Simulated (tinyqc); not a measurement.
Inside a calculation. Method: coupled-perturbed Hartree-Fock on RHF in the 6-31g basis, for H2, spin multiplicity 1. One step of it, computed by the program tinyqc.

Problem. Iteration 5 (converged): orbitals. Diagonalise F' = X^T F X, C = X C', fill 1 alpha and 1 beta electrons from the bottom; D = 2 C_occ C_occ^T. Each column has its largest component positive (the first on a tie).

converged F (hartree), order 1H 1s, 1H 2s, 2H 1s, 2H 2s:
```
[[0.010409, -0.480680, -0.514038, -0.484062],
 [-0.480680, -0.332925, -0.484062, -0.374263],
 [-0.514038, -0.484062, 0.010409, -0.480680],
 [-0.484062, -0.374263, -0.480680, -0.332925]]
```

X, order 1H 1s, 1H 2s, 2H 1s, 2H 2s:
```
[[1.273674, -0.498404, -0.139486, 0.058350],
 [-0.498404, 1.873012, 0.058350, -0.908053],
 [-0.139486, 0.058350, 1.273674, -0.498404],
 [0.058350, -0.908053, -0.498404, 1.873012]]
```

Give: F' = X^T F X; orbital energies; coefficients C; D after iteration 5.

Solution.

F' = X^T F X (hartree):
```
[[0.6165, -0.5767, -0.4383, -0.1144],
 [-0.5767, 0.2676, -0.1144, -0.2043],
 [-0.4383, -0.1144, 0.6165, -0.5767],
 [-0.1144, -0.2043, -0.5767, 0.2676]]
```

orbital energies (hartree): [-0.5726, 0.2168, 0.8142, 1.3098]

coefficients C, order 1H 1s, 1H 2s, 2H 1s, 2H 2s:
```
[[0.3141, 0.1379, 0.8008, -1.0651],
 [0.2914, 1.5317, -0.6910, 1.2946],
 [0.3141, -0.1379, 0.8008, 1.0651],
 [0.2914, -1.5317, -0.6910, -1.2946]]
```

D after iteration 5, order 1H 1s, 1H 2s, 2H 1s, 2H 2s:
```
[[0.1974, 0.1830, 0.1974, 0.1830],
 [0.1830, 0.1698, 0.1830, 0.1698],
 [0.1974, 0.1830, 0.1974, 0.1830],
 [0.1830, 0.1698, 0.1830, 0.1698]]
```
